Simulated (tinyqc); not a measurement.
Inside a calculation. Method: bound state in one dimension: Numerov shooting, finite differences, DVR. Computed by tinyqc, a small Python program that keeps every step. Settings: points = 48. Command: `OMP_NUM_THREADS=1 python tinyqc.py 26332 26333 out.jsonl` (the two numbers bound the seeds that draw the settings). One thread of a shared host (Intel(R) Xeon(R) Processor @ 2.60GHz), about 0.01 s of CPU time with the checks.

## Numerov steps at E = 0.1

One particle of mass 1 in V = 0.98^2 x^2/2 + 0 x^4 (atomic units), psi = 0 at both ends:
```
parameter                 value
left end              -4.500000
right end              4.500000
intervals                    48
h                      0.187500
state sought (nodes)          2
```

k_i = 2 m (E - V_i); (1 + h^2 k_(i+1)/12) y_(i+1) = 2 (1 - 5 h^2 k_i/12) y_i - (1 + h^2 k_(i-1)/12) y_(i-1), from y_0 = 0, y_1 = 0.001.

Points along the way:
```
i           x         V           k          y
0   -4.500000  9.724050  -19.248100   0.000000
1   -4.312500  8.930595  -17.661189   0.001000
2   -4.125000  8.170903  -16.141806   0.002642
3   -3.937500  7.444976  -14.689952   0.005837
4   -3.750000  6.752813  -13.305625   0.012143
5   -3.562500  6.094413  -11.988827   0.024286
16  -1.500000  1.080450   -1.960900   5.509189
17  -1.312500  0.827220   -1.454439   7.441380
18  -1.125000  0.607753   -1.015506   9.751313
19  -0.937500  0.422051   -0.644102  12.406479
20  -0.750000  0.270112   -0.340225  15.340058
21  -0.562500  0.151938   -0.103877  18.455567
```

## Bisection on the node count

With more sign changes than the state has nodes (the last point included) the energy is too high, else too low; the bracket starts as 0.1 to 12.

Trials:
```
trial           E  sign changes  y at the right end   next
1      6.05000000             6            5.30e-02  lower
2      3.07500000             3           -1.05e+01  lower
3      1.58750000             2            2.22e+02  raise
4      2.33125000             2            2.68e+01  raise
5      2.70312500             3           -2.03e+01  lower
6      2.51718750             3           -9.53e+00  lower
7      2.42421875             2            4.65e+00  raise
8      2.47070312             3           -3.35e+00  lower
9      2.44746094             2            4.15e-01  raise
10     2.45908203             3           -1.52e+00  lower
11     2.45327148             3           -5.68e-01  lower
12     2.45036621             3           -8.02e-02  lower
13     2.44891357             2            1.67e-01  raise
14     2.44963989             2            4.30e-02  raise
...           ...           ...                 ...    ...
29     2.44989313             3           -1.75e-06  lower
30     2.44989312             2            1.36e-07  raise
31     2.44989313             3           -8.05e-07  lower
```

eigenvalue = 2.44989313 hartree

## The same grid by other methods

Three-point finite differences and the sine-DVR kinetic matrix of Colbert and Miller on the same points.

Lowest levels (hartree):
```
state  finite differences       DVR
0                0.488943  0.490000
1                1.464704  1.470000
2                2.436211  2.450008
3                3.403496  3.430084
4                4.366918  4.410650
```
